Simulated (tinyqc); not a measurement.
Choosing the metal: Schottky barrier with interface states (Cowley-Sze model), image lowering and contact resistance. Computed by tinyqc, a small Python program. Command: `OMP_NUM_THREADS=1 python tinyqc.py 3008044 3008045 out.jsonl pinning walk`. One thread of a shared host (Intel(R) Xeon(R) Processor @ 2.30GHz), about 0.01 s of CPU time with the checks.

An n-type semiconductor under a metal. The barrier lies between the Schottky-Mott limit phi_M - chi and the Bardeen limit E_g - E_n, E_n being the neutrality level of the interface states; the space-charge term of the full Cowley-Sze expression is left out.

Inputs (values chosen for the exercise, for a model semiconductor):
```
quantity                                       value         unit
gap E_g                                        0.723           eV
electron affinity chi                           3.95           eV
metal work function phi_M                       4.18           eV
neutrality level E_n above the valence band    0.275           eV
interface-state density D                    1.2e+13  cm^-2 eV^-1
dipole layer thickness delta                    0.36           nm
dipole layer constant eps_i                        1            -
dielectric constant eps_s                       17.4            -
electron mass m_e                              0.032          m_0
valleys M_c                                        1            -
donor density N                              2.3e+19        cm^-3
temperature T                                    300            K
```

Pinning factor from: interface states.

Constants: e = 1.602176634e-19 C; eps_0 = 8.8541878128e-12 F/m; k_B = 8.617333262e-05 eV/K; hbar = 1.054571817e-34 J s; m_0 = 9.1093837015e-31 kg; k_B = 1.380649e-23 J/K; h = 6.62607015e-34 J s.

Method:
- S = 1/(1 + e^2 D delta/(eps_i eps_0)); for D per eV, e^2 D is the number e x D in SI units, with 1 cm^-2 = 1e4 m^-2.
- phi_B = S (phi_M - chi) + (1 - S)(E_g - E_n); the hole barrier is E_g - phi_B.
- A* = 4 pi e m_e M_c k_B^2/h^3 (a simple valley count); J_s = A* T^2 exp(-phi/k_B T).
- E_00 = (e hbar/2) sqrt(N/(m_e eps_s eps_0)), E_0 = E_00 coth(E_00/k_B T); scaling form of the contact resistivity rho_c = (k_B/(e A* T)) exp(phi_B/E_0), which is the thermionic result when E_00 << k_B T and keeps only the leading exponential of tunnelling when E_00 >> k_B T; image lowering is left out of it.

pinning factor S = 0.561259

Bardeen barrier = 0.448 eV

E_0 = 0.119351 eV

Against work function:
```
phi_M (eV)  Schottky-Mott (eV)  phi_B (eV)  J_0 (A/cm^2)  rho_c (ohm cm^2)
3.95                      0.00     0.19656    1.7266e+02        3.8772e-07
4.05                      0.10     0.25268    1.9694e+01        6.2051e-07
4.16                      0.21     0.31442    1.8079e+00        1.0409e-06
4.26                      0.31     0.37055    2.0620e-01        1.6659e-06
4.36                      0.41     0.42667    2.3519e-02        2.6660e-06
4.47                      0.52     0.48841    2.1591e-03        4.4722e-06
4.57                      0.62     0.54454    2.4626e-04        7.1573e-06
4.67                      0.72     0.60066    2.8088e-05        1.1455e-05
```

What does the comparison show, and why?

A span of 0.72 eV in work function moves the barrier by 0.404 eV (slope S = 0.561) and rho_c by 1.5 decades. The barrier equals its Schottky-Mott value only at phi_M = chi + E_g - E_n = 4.40 eV, where the interface states are neutral. Caution: outside the thermionic regime the prefactor of rho_c is only an order-of-magnitude estimate.
